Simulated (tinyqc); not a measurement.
Hexagonal on-chip spiral inductor, lumped pi model: two steps of the calculation.

Outer diameter do = di + 2 n wd + 2 (n - 1) sp, mean da = (do + di)/2, fill p = (do - di)/(do + di), length l = 3.464 n da. L = 2.33 mu0 n^2 da/(1 + 3.82 p), mu0 = 4 pi 1e-7 H/m. Rs = rho l/(wd delta (1 - exp(-th/delta))), delta = sqrt(rho/(pi f mu0)). Cs = n wd^2 eps0 eo/hu across the coil. At each end Cox = l wd eps0 eo/(2 ho) leads to the substrate branch Rsi = 2 rs he/(l wd) in parallel with Csi = l wd eps0 11.7/(2 he). With one end grounded Y = 1/(Rs + i w L) + i w Cs + 1/[1/(i w Cox) + 1/(1/Rsi + i w Csi)], w = 2 pi f; Q = -Im Y/Re Y. Eddy currents in neighbouring turns and in the substrate are left out.

Parameters, values chosen for the exercise; values of the order met in silicon radio-frequency processes:
- n = 6.5 (number of turns)
- wd = 6 um (line width)
- sp = 2 um (space between turns)
- di = 140 um (inner diameter)
- th = 3.4 um (metal thickness)
- rho = 1.9 uohm cm (metal resistivity)
- ho = 8.3 um (oxide below the coil)
- hu = 1.1 um (oxide between coil and underpass)
- eo = 4.1 (relative permittivity of the oxide)
- rs = 10 ohm cm (substrate resistivity)
- he = 30 um (effective spreading depth in the substrate)
- f = 1.8 GHz (frequency)

Constants: eps0 = 8.8541878128e-12 F/m. Results are converted to the units shown.

Question 1. Geometry and model elements. do, l, L, delta, Rs, Cs, Cox, Rsi and Csi as defined.

Wanted: do; l; L; delta; Rs; Cs; Cox; Rsi; Csi.

Answer 1.

do = 240.0 um
l = 4278 um
L = 11.72 nH
delta = 1.635 um
Rs = 9.469 ohm
Cs = 7.722 fF
Cox = 56.13 fF
Rsi = 233.8 ohm
Csi = 44.32 fF

Question 2. Admittance, quality factor and apparent inductance. Series branch 1/(Rs + i w L), substrate branch, total Y, Q = -Im Y/Re Y, apparent inductance Im(1/Y)/w, metal-only value w L/Rs, share of the loss in the substrate Re(substrate branch)/Re Y.

L = 11.721271 nH
Rs = 9.4686250 ohm
Cs = 7.7224616 fF
Cox = 56.133302 fF
Rsi = 233.75191 ohm
Csi = 44.317926 fF

Give: series branch; substrate branch; Y; Q; apparent inductance; w L/Rs; share of the loss in the substrate.

Answer 2.

series branch = 0.536-7.505i mS
substrate branch = 0.0880+0.6115i mS
Y = 0.624-6.806i mS
Q = 10.91
apparent inductance = 12.88 nH
w L/Rs = 14.00
share of the loss in the substrate = 14.10 %

Q is 77.9 % of the metal-only value.

Program tinyqc, `OMP_NUM_THREADS=1 python tinyqc.py 2302026 2302027 out.jsonl`; Intel Xeon 2.30GHz, shared host, one thread, about 0.01 s.
